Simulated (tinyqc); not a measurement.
Worked calculation: ROHF in the 6-31g basis, for H3, spin multiplicity 2. One step of it, computed by the program tinyqc.

Task: Orthogonalisation. S = U s U^T; canonical form X = U s^(-1/2), so that X^T S X = 1. Each column of U has its largest component positive (the first on a tie).

overlap S, order 1H 1s, 1H 2s, 2H 1s, 2H 2s, 3H 1s, 3H 2s:
$$\begin{pmatrix}
1.000000 & 0.658292 & 0.314796 & 0.445908 & 0.257745 & 0.414370 \\
0.658292 & 1.000000 & 0.445908 & 0.787423 & 0.414370 & 0.752746 \\
0.314796 & 0.445908 & 1.000000 & 0.658292 & 0.048151 & 0.218168 \\
0.445908 & 0.787423 & 0.658292 & 1.000000 & 0.218168 & 0.507468 \\
0.257745 & 0.414370 & 0.048151 & 0.218168 & 1.000000 & 0.658292 \\
0.414370 & 0.752746 & 0.218168 & 0.507468 & 0.658292 & 1.000000
\end{pmatrix}$$

Give: eigenvalues of S; X.

Result:

eigenvalues of S: [0.092, 0.226, 0.427, 0.670, 1.222, 3.364]

X, order 1H 1s, 1H 2s, 2H 1s, 2H 2s, 3H 1s, 3H 2s:
$$\begin{pmatrix}
-0.764 & 0.013 & 0.546 & 1.001 & -0.051 & 0.208 \\
2.536 & -0.076 & -0.548 & 0.166 & -0.009 & 0.279 \\
0.368 & 0.738 & 0.807 & -0.476 & -0.521 & 0.175 \\
-1.476 & -1.205 & -0.499 & -0.261 & -0.305 & 0.247 \\
0.278 & -0.803 & 0.796 & -0.364 & 0.570 & 0.165 \\
-1.219 & 1.332 & -0.455 & -0.192 & 0.356 & 0.240
\end{pmatrix}$$
